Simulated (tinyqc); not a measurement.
Plane-wave Kohn-Sham cycle with exchange-only LDA in a layered model solid, step by step. Computed by tinyqc, a small Python program that keeps every step. Settings: points = 16, plane-wave index or count = 2, electrons = 4, k points = 2, area = 40.0, mixing = 0.3, iteration cap = 77. Command: `OMP_NUM_THREADS=1 python tinyqc.py 27782 27783 out.jsonl` (the two numbers bound the seeds that draw the settings). One thread of a shared host (Intel(R) Xeon(R) Processor @ 2.60GHz), about 0.01 s of CPU time with the checks. Later iterations appear only in the table of the cycle.

## Iteration 1: potential

A solid whose potential varies along x alone (atomic units):

| parameter | value |
|---|---|
| period a | 9.300000 |
| cross-section of the cell | 40.000000 |
| electrons per cell | 4 |
| grid points | 16 |
| plane waves -n..n, n | 2 |
| k points | 2 |
| V1 in V1 cos(2 pi x/a) | -0.230000 |

density at the start, on the grid x_j = j a/N (e/bohr^3): 0.0107527  0.0107527  0.0107527  0.0107527  0.0107527  0.0107527  0.0107527  0.0107527  0.0107527  0.0107527  0.0107527  0.0107527  0.0107527  0.0107527  0.0107527  0.0107527

V_H(G) = 4 pi rho(G)/G^2 for G != 0 (uniform background); v_x = -(3 rho/pi)^(1/3); V = V_ext + V_H + v_x; Fourier components f(G_m) = (1/N) sum_j f(x_j) exp(-i G_m x_j).

Potentials on the grid (hartree):

| x | V_ext | V_H | v_x | V |
|---|---|---|---|---|
| 0.00000 | -0.23000 | 0.00000 | -0.21735 | -0.44735 |
| 0.58125 | -0.21249 | 0.00000 | -0.21735 | -0.42984 |
| 1.16250 | -0.16263 | 0.00000 | -0.21735 | -0.37999 |
| 1.74375 | -0.08802 | 0.00000 | -0.21735 | -0.30537 |
| 2.32500 | 0 | 0.00000 | -0.21735 | -0.21735 |
| 2.90625 | 0.08802 | 0.00000 | -0.21735 | -0.12933 |
| 3.48750 | 0.16263 | 0.00000 | -0.21735 | -0.05472 |
| 4.06875 | 0.21249 | 0.00000 | -0.21735 | -0.00486 |
| 4.65000 | 0.23000 | 0.00000 | -0.21735 | 0.01265 |
| 5.23125 | 0.21249 | 0.00000 | -0.21735 | -0.00486 |
| 5.81250 | 0.16263 | 0.00000 | -0.21735 | -0.05472 |
| 6.39375 | 0.08802 | 0.00000 | -0.21735 | -0.12933 |
| 6.97500 | 0 | 0.00000 | -0.21735 | -0.21735 |
| 7.55625 | -0.08802 | 0.00000 | -0.21735 | -0.30537 |
| 8.13750 | -0.16263 | 0.00000 | -0.21735 | -0.37999 |
| 8.71875 | -0.21249 | 0.00000 | -0.21735 | -0.42984 |

V(G_m), m = 0, 1, 2, ... (hartree): -0.21735  -0.11500  0.00000  0.00000  0.00000

## Iteration 1: Hamiltonian at one k

k = 0.25000 2 pi / a

H(m,m') = (k + G_m)^2/2 delta + V(G_m - G_m'), with V(-G) = V(G).

H (hartree), lower triangle:
```
          -2        -1        +0        +1       +2
-2   0.48159
-1  -0.11500  -0.08897
+0   0.00000  -0.11500  -0.20309
+1   0.00000   0.00000  -0.11500   0.13925
+2   0.00000   0.00000   0.00000  -0.11500  0.93804
```

## Iteration 1: levels at that k

Diagonalise the Hermitian matrix.

eigenvalues (hartree): -0.30146  -0.05418  0.16333  0.50463  0.95449

## Iteration 1: new density

Motion across x is left out: the lowest 2 band(s) hold two electrons at each of the k points (j + 1/2)/nk - 1/2. Residual R = rho(out) - rho(in); rho(new) = rho(in) + 0.3 R. rho(out) = 2/(a A nk) sum |psi|^2 with psi = sum c exp(i G x). Harris energy E = band energy - dV sum rho (V_H/2 + v_x) + (3/4) dV sum rho v_x with rho(in), dV = a A/N, band energy = (2/nk) sum of the filled levels.

rho(out) (e/bohr^3): 0.0149962  0.0152587  0.0154138  0.0143612  0.0118644  0.0087812  0.0061833  0.0046096  0.0041024  0.0046096  0.0061833  0.0087812  0.0118644  0.0143612  0.0154138  0.0152587

density after iteration 1 (e/bohr^3): 0.0120257  0.0121045  0.0121510  0.0118352  0.0110862  0.0101612  0.0093819  0.0089098  0.0087576  0.0089098  0.0093819  0.0101612  0.0110862  0.0118352  0.0121510  0.0121045

energy per cell = -0.4939169 hartree

## Iteration 2: potential

As before.

Potentials on the grid (hartree):

| x | V_ext | V_H | v_x | V |
|---|---|---|---|---|
| 0.00000 | -0.23000 | 0.04654 | -0.22561 | -0.40907 |
| 0.58125 | -0.21249 | 0.04380 | -0.22610 | -0.39479 |
| 1.16250 | -0.16263 | 0.03534 | -0.22639 | -0.35369 |
| 1.74375 | -0.08802 | 0.02107 | -0.22441 | -0.29136 |
| 2.32500 | 0 | 0.00237 | -0.21958 | -0.21721 |
| 2.90625 | 0.08802 | -0.01769 | -0.21329 | -0.14296 |
| 3.48750 | 0.16263 | -0.03529 | -0.20769 | -0.08035 |
| 4.06875 | 0.21249 | -0.04718 | -0.20415 | -0.03884 |
| 4.65000 | 0.23000 | -0.05137 | -0.20298 | -0.02434 |
| 5.23125 | 0.21249 | -0.04718 | -0.20415 | -0.03884 |
| 5.81250 | 0.16263 | -0.03529 | -0.20769 | -0.08035 |
| 6.39375 | 0.08802 | -0.01769 | -0.21329 | -0.14296 |
| 6.97500 | 0 | 0.00237 | -0.21958 | -0.21721 |
| 7.55625 | -0.08802 | 0.02107 | -0.22441 | -0.29136 |
| 8.13750 | -0.16263 | 0.03534 | -0.22639 | -0.35369 |
| 8.71875 | -0.21249 | 0.04380 | -0.22610 | -0.39479 |

V(G_m), m = 0, 1, 2, ... (hartree): -0.21699  -0.09641  0.00012  0.00022  0.00001

## Iteration 2: Hamiltonian at one k

k = 0.25000 2 pi / a

As before.

H (hartree), lower triangle:
```
          -2        -1        +0        +1       +2
-2   0.48195
-1  -0.09641  -0.08861
+0   0.00012  -0.09641  -0.20272
+1   0.00022   0.00012  -0.09641   0.13961
+2   0.00001   0.00022   0.00012  -0.09641  0.93840
```

## Iteration 2: levels at that k

As before.

eigenvalues (hartree): -0.27785  -0.05804  0.15635  0.49818  0.94999

## Iteration 2: new density

As before.

rho(out) (e/bohr^3): 0.0144568  0.0145960  0.0145875  0.0136758  0.0116733  0.0091675  0.0069688  0.0055714  0.0051055  0.0055714  0.0069688  0.0091675  0.0116733  0.0136758  0.0145875  0.0145960

density after iteration 2 (e/bohr^3): 0.0127551  0.0128519  0.0128820  0.0123874  0.0112623  0.0098631  0.0086580  0.0079083  0.0076620  0.0079083  0.0086580  0.0098631  0.0112623  0.0123874  0.0128820  0.0128519

energy per cell = -0.4620621 hartree

## Convergence

Stop when sqrt(dV sum R^2) is below 1e-8, dV = a A/N.

Course of the cycle:

| iteration | E (hartree) | norm of the residual |
|---|---|---|
| 1 | -0.4939169 | 8.35e-02 |
| 2 | -0.4620621 | 4.50e-02 |
| 3 | -0.4528946 | 2.41e-02 |
| 4 | -0.4502687 | 1.29e-02 |
| 5 | -0.4495126 | 6.96e-03 |
| 6 | -0.4492939 | 3.76e-03 |
| 7 | -0.4492305 | 2.04e-03 |
| 8 | -0.4492121 | 1.12e-03 |
| 9 | -0.4492068 | 6.22e-04 |
| 10 | -0.4492053 | 3.54e-04 |
| 11 | -0.4492049 | 2.09e-04 |
| ... | ... | ... |
| 29 | -0.4492047 | 2.72e-07 |
| 30 | -0.4492047 | 1.92e-07 |
| 31 | -0.4492047 | 1.35e-07 |
| 32 | -0.4492047 | 9.51e-08 |
| 33 | -0.4492047 | 6.70e-08 |
| 34 | -0.4492047 | 4.72e-08 |
| 35 | -0.4492047 | 3.33e-08 |
| 36 | -0.4492047 | 2.34e-08 |
| 37 | -0.4492047 | 1.65e-08 |
| 38 | -0.4492047 | 1.16e-08 |
| 39 | -0.4492047 | 8.19e-09 |

Converged in 39 iterations. Before convergence this energy mixes input and output and is not variational, so it may rise towards its limit.
